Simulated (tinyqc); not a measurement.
Junction parameters from two forward currents.

Question. D(v) = J1 (exp(v/Vt) - 1) + J2 (exp(v/(2 Vt)) - 1). Find J1, J2 and the voltage 2 Vt ln(J2/J1) near which both parts are equal.

Values chosen for this exercise:
- T = 398 K (temperature)

Constants: q = 1.602176634e-19 C, kB = 1.380649e-23 J/K, Vt = kB T/q. Results are converted to the units shown.

junction voltages (V): 0.32  0.63
currents (uA/um): 1.2009419e-7  4.7752284e-5

Solution. The current is linear in J1 and J2, so two points give two equations.

J1 = 3.900e-13 uA/um
J2 = 1.100e-9 uA/um
crossover = 0.5450 V

Computed by the program tinyqc: `OMP_NUM_THREADS=1 python tinyqc.py 2182199 2182200 out.jsonl`, one thread of a shared Intel Xeon 2.30GHz, about 0.2 s for the whole run.
